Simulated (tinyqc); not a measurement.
Complex band structure along [001] in sp3s* tight binding: sweeps and comparisons. A value that a table varies takes the place of the one given here.

For k = (0, 0, kz) the phase sums are g0 = cos(phi) and g3 = i sin(phi), phi = kz a/4, and the s, pz, s* orbitals of anion (a) and cation (c) decouple from px, py. With z = exp(i phi), H(z) = H0 + z T + T^T/z for any complex z. H0 is diagonal (Esa, Epa, Exa, Esc, Epc, Exc). The anion-cation block is B(z) = z U + W/z and the cation-anion block z W^T + U^T/z, where U has Vss/2 (s,s), Vsapc/2 (s,z), -Vscpa/2 (z,s), Vxx/2 (z,z), Vxapc/2 (s*,z), -Vpaxc/2 (z,s*), and W has the same values with the s-z and s*-z signs reversed. |z| = 1 is a band state, |z| < 1 decays along [001] as exp(-kappa d) over a distance d, kappa = -(4/a) ln|z|. No spin-orbit coupling.

Constants: hbar^2/2m0 = 3.80998211 eV angstrom^2.

Inputs chosen for the exercise (out of a larger set: near a published set for GaSb, fitted to gaps, whose masses and valley positions are rough (light masses up to twice too heavy); not measured data):
```
symbol  value                                                                                        unit      meaning
p       (-7.288, 0.862, -3.874, 2.924, 6.576, 5.922, -6.1, 1.564, 4.15, 4.986, 4.637, 5.014, 4.242)  eV        order Esa, Epa, Esc, Epc, Exa, Exc, Vss, Vxx, Vxy, Vsapc, Vscpa, Vxapc, Vpaxc
a       6.101                                                                                        angstrom  lattice constant
dE      0.26                                                                                         eV        E - Ev
```

## Decay across the direct gap

Ev = 0.01975 eV
EG (direct gap) = 0.73359 eV

masses of this model, from the curvature at Gamma (m0): m_lh 0.05052, m_e 0.06142

kappa of the imaginary branch at Gamma against three formulas: parabolic from the valence edge, sqrt(m_lh E/c); parabolic from the conduction edge, sqrt(m_e (EG - E)/c); two-band (Franz), sqrt(m E (1 - E/EG)/c) with m = 2 m_lh m_e/(m_lh + m_e). E from Ev; c = hbar^2/2m0.

kappa (1/angstrom):
```
E/EG  E (eV)  tight binding  parabolic, valence  parabolic, conduction  two-band
0.05  0.0367         0.0216              0.0221                 0.1060    0.0225
0.15  0.1100         0.0356              0.0382                 0.1003    0.0369
0.25  0.1834         0.0436              0.0493                 0.0942    0.0447
0.35  0.2568         0.0484              0.0583                 0.0877    0.0493
0.50  0.3668         0.0514              0.0697                 0.0769    0.0517
0.65  0.4768         0.0498              0.0795                 0.0643    0.0493
0.75  0.5502         0.0457              0.0854                 0.0544    0.0447
0.85  0.6235         0.0381              0.0909                 0.0421    0.0369
0.95  0.6969         0.0235              0.0961                 0.0243    0.0225
```

The branch joins the light-hole and conduction bands and peaks, among these rows, at E/EG = 0.50 with kappa = 0.0514 1/angstrom. At mid-gap the parabola from the conduction edge is +49 % off and the two-band form +0.4 %; over 5 nm the parabola would misstate exp(-2 kappa d) by a factor 12.8.

## Band-to-band tunnelling in a uniform field

WKB at zero transverse momentum: T = exp(-2 I/(eF)), I = integral of kappa dE across the direct gap (8 Gauss-Legendre points in theta, E = EG sin^2 theta, 0 to pi/2); 1 MV/cm = 0.01 V/angstrom. The two-band form gives I = (pi/8) sqrt(m/c) EG^(3/2) with m = 2 m_lh m_e/(m_lh + m_e).

Tunnelling:
```
F (MV/cm)  path EG/eF (angstrom)  exponent 2I/eF  T, tight binding  T, two-band
0.50                       146.7          11.878          6.94e-06     6.75e-06
0.75                        97.8           7.918          0.000364     0.000357
1.00                        73.4           5.939           0.00264      0.00260
1.50                        48.9           3.959            0.0191       0.0189
2.00                        36.7           2.969            0.0513       0.0510
3.00                        24.5           1.980             0.138        0.137
4.00                        18.3           1.485             0.227        0.226
```

I, tight binding = 0.029694 eV/angstrom
I, two-band = 0.029764 eV/angstrom

The two-band integral is +0.23 % from the tight-binding one, which makes the two-band T 0.9725 times the other at 0.5 MV/cm and 0.9965 times at 4 MV/cm. Doubling the field from 1 to 2 MV/cm halves the exponent and raises T by a factor 19.5. Where the exponent falls below about 2 the WKB form is only a guide.

## Energy and lattice constant

The slowest root of the s-pz block and the heavy-hole branch, sinh^2(kappa a/4) = ((E - Epa)(E - Epc) - Vxx^2)/(Vxx^2 - Vxy^2), at E = Ev + dE with Ev the lower root of [[Epa, Vxx], [Vxx, Epc]]; the couplings are kept when a changes. Each row changes one parameter from the base and keeps the others.

Results:
```
case                slowest kappa (1/angstrom)  heavy-hole kappa (1/angstrom)
base                                    0.0486                         0.1608
dE = 0.29 eV                            0.0498                         0.1689
a = 6.284 angstrom                      0.0471                         0.1561
```

The largest shifts from the base row, up to three for each result and ties (the steps differ in size, so this ranks the rows, not the parameters). slowest kappa (1/angstrom): a -0.0014, dE +0.0013. heavy-hole kappa (1/angstrom): dE +0.0081, a -0.0047. With the couplings fixed, kappa a stays, so kappa scales as 1/a.

Program tinyqc; command `OMP_NUM_THREADS=1 python tinyqc.py 1481512 1481513 out.jsonl`; about 0.02 s on one thread of a shared Intel(R) Xeon(R) Processor @ 2.30GHz.
